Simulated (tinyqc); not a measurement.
Worked calculation: sp3 tight binding, zinc-blende lattice. One step of it, computed by the program tinyqc.

Question. Bloch Hamiltonian at G. Slater-Koster rules over the four bonds with direction cosines (l, m, n): ss V_ss; s-px l V_sp; px-s -l V_sp; px-px l^2 V_pps + (1 - l^2) V_ppp; px-py l m (V_pps - V_ppp); each times exp(i k.d).

Parameters chosen for this model: zinc-blende lattice, anion at 0, cation at a/4 (1,1,1); V = eta hbar^2 / (m d^2), hbar^2/m = 7.619964 eV angstrom^2:

| parameter | value | unit |
|---|---|---|
| a | 5.440000 | angstrom |
| d | 2.355589 | angstrom |
| Es anion | -16.000000 | eV |
| Ep anion | -8.840000 | eV |
| Es cation | -12.090000 | eV |
| Ep cation | -6.800000 | eV |
| eta ss | -1.400000 |  |
| eta sp | 1.840000 |  |
| eta pp sigma | 3.240000 |  |
| eta pp pi | -0.810000 |  |
| V ss | -1.922569 | eV |
| V sp | 2.526805 | eV |
| V pp sigma | 4.449373 | eV |
| V pp pi | -1.112343 | eV |

k point G (2 pi / a): 0  0  0

Give: H(k) at G.

Answer.

H(k) at G (eV):
```
           a s     a px     a py     a pz       c s     c px     c py     c pz
a s   -16.0000   0.0000   0.0000   0.0000   -7.6903   0.0000   0.0000   0.0000
a px    0.0000  -8.8400   0.0000   0.0000    0.0000   2.9662   0.0000   0.0000
a py    0.0000   0.0000  -8.8400   0.0000    0.0000   0.0000   2.9662   0.0000
a pz    0.0000   0.0000   0.0000  -8.8400    0.0000   0.0000   0.0000   2.9662
c s    -7.6903   0.0000   0.0000   0.0000  -12.0900   0.0000   0.0000   0.0000
c px    0.0000   2.9662   0.0000   0.0000    0.0000  -6.8000   0.0000   0.0000
c py    0.0000   0.0000   2.9662   0.0000    0.0000   0.0000  -6.8000   0.0000
c pz    0.0000   0.0000   0.0000   2.9662    0.0000   0.0000   0.0000  -6.8000
```
